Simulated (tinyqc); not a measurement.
The diagram with and without ligand: potential-pH (Pourbaix) lines of a metal, its cation, its oxide and an oxyanion, with a complexing ligand. Computed by tinyqc, a small Python program. Command: `OMP_NUM_THREADS=1 python tinyqc.py 3001559 3001560 out.jsonl pourb walk`. One thread of a shared host (Intel(R) Xeon(R) Processor @ 2.30GHz), about 0.01 s of CPU time with the checks.

Potentials are against the standard hydrogen electrode; solids and water have unit activity; dG_f of M, H+ and the electron is zero; F = e N_A and s = R T ln(10)/F. The cation carries z = 3.

Inputs (values chosen for the exercise, for a model metal): dG_f of the cation = -144.4 kJ/mol; dG_f of the oxide = -992.89 kJ/mol; dG_f of the oxyanion = -524.52 kJ/mol; dG_f of water = -237.14 kJ/mol; temperature T = 298.15 K; log10 of the dissolved activity a = -6; log10 of the stability constant beta of ML = 11; pKa of HL = 7; total ligand c_L = 0.0017 mol/L.

Species: M, M3+, M2O3, MO2(-).

Constants: R = 8.314462618 J/(mol K); e = 1.602176634e-19 C; N_A = 6.02214076e+23 1/mol.

Method. M3+ + 3e = M; (1/2) M2O3 + 3H+ + 3e = M + (3/2) H2O; MO2(-) + 4H+ + 3e = M + 2H2O. For each, E0 = -dG/(z F), and E = E0 + (s/z) log10 a - (s n_H/z) pH, with no activity term for the oxide. The free ligand is c_L/(1 + 10^(pKa - pH)) (ligand in excess); dissolved metal is a in all, so the free cation is a/alpha, alpha = 1 + beta [L]; the cation line drops by (s/z) log10 alpha.

E0 (V): cation -0.498867, oxide -0.486205, oxyanion -0.173567

s = 0.0591593 V

Lines against the metal (V); the species with the lowest line is stable above it:
```
pH    cation    oxide  oxyanion  stable above  cation with ligand  stable above, ligand
0   -0.61719  -0.4862   -0.2919        cation            -0.64194             dissolved
2   -0.61719  -0.6045   -0.4496        cation            -0.68089             dissolved
4   -0.61719  -0.7228   -0.6074         oxide            -0.72032                 oxide
5   -0.61719  -0.7820   -0.6863         oxide            -0.73996                 oxide
6   -0.61719  -0.8412   -0.7652         oxide            -0.75895                 oxide
7   -0.61719  -0.9003   -0.8440         oxide            -0.77355                 oxide
8   -0.61719  -0.9595   -0.9229         oxide            -0.77867                 oxide
9   -0.61719  -1.0186   -1.0018         oxide            -0.77940                 oxide
10  -0.61719  -1.0778   -1.0807      oxyanion            -0.77948              oxyanion
12  -0.61719  -1.1961   -1.2384      oxyanion            -0.77949              oxyanion
14  -0.61719  -1.3144   -1.3962      oxyanion            -0.77949              oxyanion
```

What follows from these numbers?

Without ligand the oxide holds 6 of the eleven rows (pH 4 to 9), with it 6 (pH 4, 5, 6, 7, 8, 9). The ligand acts once beta [L] exceeds 1, from pH = pKa - log10(beta c_L) = -1.2 on, that is in all rows; its line then falls by at most s/z per pH unit and flattens beyond pKa, 0.162 V below the free cation at most. The oxide line falls faster, by s per pH unit.

Extremes, crossings and ranges named in words are read from the listed rows.
